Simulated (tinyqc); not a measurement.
## Area and perimeter leakage from two diodes

Inverse problem. A square diode and a finger diode leak I = JA area + JP perimeter. Find JA, JP and the side of the square at which both parts are equal.

areas (um^2): 10000  60000
perimeters (um): 400  24300
leakage currents (pA): 1.949  116.81400

Solution. Two linear equations give JA and JP; for a square of side a, JA a^2 = 4 JP a at a = 4 JP/JA.

JA = 2.90e-10 A/cm^2
JP = 4.80e-11 A/cm
side for equal parts = 6.62e3 um

tinyqc, about 0.01 s, one thread, Intel Xeon 2.30GHz (shared host): `OMP_NUM_THREADS=1 python tinyqc.py 2290069 2290070 out.jsonl`
